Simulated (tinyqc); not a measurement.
Bond unit of a tetrahedral oxide and its oxygen vacancy in tight binding, step by step. Values are carried at full precision from step to step, so a last printed digit may differ when a step is redone from the rounded ones.

Two sp3 hybrids h1, h2 at eh = (es + 3 ep)/4 point at one oxygen with orbitals s, px, py, pz; x joins the two cations, z bisects the angle phi, and th = (180 - phi)/2. With u = hbar^2/(m d^2) = 2c/d^2, c = hbar^2/2m0: Vhs = -(1.32 + sqrt3 x 1.42) u/2 and Vhp = (1.42 + sqrt3 x 2.22) u/2. <h|s> = Vhs for both; <h1|px> = Vhp cos(th), <h2|px> = -Vhp cos(th); <h|pz> = Vhp sin(th) for both; py is a lone pair. The unit holds 8 electrons. Coupling between units, which widens the levels into bands, is left out.

Constants: hbar^2/2m0 = 3.80998211 eV angstrom^2.

Values chosen for the exercise (near tabulated values for SiO2; shifted at random, so the results belong to these values and not to a real crystal):
```
symbol  value   unit      meaning
es      -14.93  eV        s level of the cation
ep      -7.47   eV        p level of the cation
eos     -34.07  eV        s level of oxygen
eop     -16.54  eV        p level of oxygen
d       1.61    angstrom  cation-oxygen distance
phi     160     degrees   bond angle at oxygen
R       2.75    angstrom  cation-cation distance across the vacancy
```

## Level and couplings

Form eh, u, Vhs, Vhp and th.

eh (hybrid level) = -9.3350 eV
u = 2.9397 eV

Vhs, Vhp (eV): [-5.5553, 7.7390]

th = 10.0 degrees

## The matrix

Fill it in.

H (eV), rows h1, h2, s, px, py, pz and columns alike:
```
[[-9.3350, 0, -5.5553, 7.6214, 0, 1.3439],
 [0, -9.3350, -5.5553, -7.6214, 0, 1.3439],
 [-5.5553, -5.5553, -34.0700, 0, 0, 0],
 [7.6214, -7.6214, 0, -16.5400, 0, 0],
 [0, 0, 0, 0, -16.5400, 0],
 [1.3439, 1.3439, 0, 0, 0, -16.5400]]
```

## Levels, weights and charge

Diagonalise; the four lowest levels are filled. The excess of electrons on oxygen is twice the oxygen weight of the filled levels less 6.

levels (eV): [-36.3687, -24.3019, -16.8649, -16.5400, -6.7114, -1.5731]

weights, rows h1, h2, s, px, py, pz; columns level 1, level 2, level 3, level 4, level 5, level 6:
```
[[0.039, 0.171, 0.014, 0.000, 0.446, 0.329],
 [0.039, 0.171, 0.014, 0.000, 0.446, 0.329],
 [0.920, 0.000, 0.006, 0.000, 0.074, 0.000],
 [0.000, 0.658, 0.000, 0.000, 0.000, 0.342],
 [0.000, 0.000, 0.000, 1.000, 0.000, 0.000],
 [0.001, 0.000, 0.966, 0.000, 0.033, 0.000]]
```

highest filled to lowest empty = 9.8286 eV
excess electrons on oxygen = 1.103

The highest filled level is the py orbital of oxygen (100 %) and the lowest empty one is 89 % cation hybrid, even under exchange of the two cations. The spacing is that of an isolated unit and exceeds the gap of the solid.

## The odd block in closed form

The combination (h1 - h2)/sqrt2 couples to px alone, with W2 = sqrt2 Vhp cos(th); W3 = (eh - eop)/2; levels (eh + eop)/2 -/+ sqrt(W2^2 + W3^2); polarity W3/sqrt(W2^2 + W3^2).

W2, W3 (eV): [10.7783, 3.6025]

levels of the odd block (eV): [-24.3019, -1.5731]

polarity = 0.3170

## The neutral oxygen vacancy

Without the oxygen the two hybrids face each other at distance R and couple by -V2, V2 = 3.22 x 2c/R^2, c = hbar^2/2m0: a bond at eh - V2 with two electrons and an antibond at eh + V2. Levels are measured from eop, the lone-pair level that stands for the top of the valence band.

Form V2 and the two levels above eop. R is a chosen distance; in real silica the neutral vacancy relaxes to about 2.5 angstrom.

V2 = 3.2445 eV

levels above eop (eV): bond 3.9605, lone hybrid 7.2050, antibond 10.4495

bond-antibond splitting = 6.4889 eV

The filled bond lies 3.96 eV above the lone pairs, so it can trap a hole; the antibond lies above the lowest empty level of the intact unit (9.83 eV). A lone hybrid, as in a dangling bond, sits at 7.20 eV.

## Checks

- Levels of the odd block against the full matrix: they agree to 1e-10 or better.

Run: tinyqc, `OMP_NUM_THREADS=1 python tinyqc.py 1480759 1480760 out.jsonl`; Intel(R) Xeon(R) Processor @ 2.30GHz, one thread, shared host; about 0.01 s of CPU time with all checks.
